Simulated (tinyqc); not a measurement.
Worked calculation: band-to-band tunnelling and avalanche in a reverse-biased abrupt junction. Computed by tinyqc, a small Python program that keeps every step. Command: `OMP_NUM_THREADS=1 python tinyqc.py 3026472 3026473 out.jsonl zener walk`. One thread of a shared host (Intel(R) Xeon(R) Processor @ 2.30GHz), about 0.01 s of CPU time with the checks. Intermediate numbers are printed to about 6 digits and carried at full precision; extremes and crossings named in words are read from the listed rows.

Direct Kane tunnelling in the local field (for indirect gaps the mass is an effective fit) and one ionisation coefficient for both carriers. N is the doping of the light side, or N_A N_D/(N_A + N_D) for the symmetric junction; the built-in voltage is taken as E_g/e.

Inputs (values chosen for the exercise, modelled on germanium):

| quantity | value | unit |
|---|---|---|
| band gap at 300 K, E_g | 0.674 | eV |
| gap narrowing with temperature, -dE_g/dT | 0.4 | meV/K |
| reduced tunnelling mass m_r | 0.038 | m_0 |
| permittivity eps | 16 | - |
| ionisation prefactor a | 1.3e+07 | 1/cm |
| ionisation field at 300 K, b | 1.42e+06 | V/cm |
| relative rise of b with temperature | 5.6 | 1e-4/K |
| effective doping N | 2.2e+17 | 1/cm^3 |
| reverse bias V_R | 1.1 | V |
| current density that defines tunnel breakdown, J_0 | 1 | A/cm^2 |
| temperature T | 350 | K |

Junction: one-sided.

Constants: eps_0 = 8.8541878128e-12 F/m; e = 1.602176634e-19 C; m_0 = 9.1093837015e-31 kg; hbar = 1.054571817e-34 J s.

## Junction at the given bias

E_g(T) = E_g - (T - 300 K)(-dE_g/dT); b(T) = b [1 + (rise)(T - 300 K)]; w = sqrt(2 eps eps_0 (V_R + E_g/e)/(e N)); F_m = 2 (V_R + E_g/e)/w; the field falls linearly from F_m to 0 across w.

E_g(T) = 0.654 eV

depletion width w = 118.740 nm

peak field F_m = 0.295435 MV/cm

shortest tunnelling distance E_g/(e F_m) = 22.1368 nm

## Kane coefficients and peak generation rate

Kane: G(F) = A F^2 exp(-B/F), A = e^2 sqrt(m_r)/(18 pi hbar^2 sqrt(E_g)), B = pi sqrt(m_r) E_g^(3/2)/(2 e hbar), SI units; J = e int G dx x V_R/(V_R + E_g/e), the last factor making J vanish at zero bias; int G dx = (w/F_m) int_0^F_m G dF by 64 Gauss-Legendre points.

A = 2.34606e+20 1/(cm s V^2)

B = 5.86681 MV/cm

B/F_m = 19.8582

G(F_m) = 4.86358e+22 1/(cm^3 s)

## Tunnel current and multiplication

Avalanche: I = (w/F_m) int_0^F_m a exp(-b/F) dF by 64 Gauss-Legendre points, M = 1/(1 - I), breakdown at I = 1.

tunnel current density = 0.00244825 A/cm^2

ionisation integral I = 0.164636

The estimate e G(F_m) w (F_m/B) V_R/(V_R + E_g/e), which keeps only the region near the peak, gives 0.00292 A/cm^2.

## Which breakdown comes first?

V_Z solves J = J_0 and V_A solves I = 1; the lower one is the breakdown voltage; temperature coefficients by a central difference of +/- 10 K.

tunnel breakdown V_Z = 2.37417 V

avalanche breakdown V_A = 2.54490 V

breakdown voltage = 2.37417 V

dV_Z/dT = -4.29052 mV/K

dV_A/dT = 3.23628 mV/K

Tunnelling comes first, at 3.6 E_g/e. V_Z falls on heating because the gap shrinks, and V_A rises because carriers lose more energy to phonons. Caution: V_A is below about 5 E_g/e, where the local law understates it, since it ignores the distance a carrier needs to reach the ionisation energy.

## Against the doping

The formulas are those given above.

Breakdown:

| N (1/cm^3) | V_Z (V) | V_A (V) | F_m at breakdown (MV/cm) | first |
|---|---|---|---|---|
| 4.40e+15 | 1.00487e+02 | 4.92871e+01 | 0.222942 | avalanche |
| 1.10e+16 | 4.33612e+01 | 2.44806e+01 | 0.250074 | avalanche |
| 2.60e+16 | 1.95768e+01 | 1.28139e+01 | 0.281431 | avalanche |
| 6.60e+16 | 8.11496e+00 | 6.38387e+00 | 0.324137 | avalanche |
| 1.30e+17 | 4.14810e+00 | 3.82578e+00 | 0.362941 | avalanche |
| 2.20e+17 | 2.37417e+00 | 2.54490e+00 | 0.388183 | tunnelling |
| 4.40e+17 | 1.02247e+00 | 1.44251e+00 | 0.408470 | tunnelling |
| 1.10e+18 | 1.84069e-01 | 5.98583e-01 | 0.456638 | tunnelling |
| 2.60e+18 | 3.52413e-03 | 1.61896e-01 | 0.621840 | tunnelling |

The mechanism changes between 1.30e17 and 2.20e17 per cm^3. Across the table V_Z + E_g/e scales as N^-0.79 and V_A as N^-0.90: tunnelling needs a nearly fixed field, while avalanche in a thinner layer needs a higher one. Rows with V_Z below E_g/e understate it, since the local Kane formula overestimates the current there. Rows with V_A below about 5 E_g/e understate it, since the local law ignores the distance a carrier needs to reach the ionisation energy; silicon and germanium junctions change over near 4 to 6 E_g/e.

Checks made by the program: field integral against adaptive quadrature in x (relative difference 2e-10).
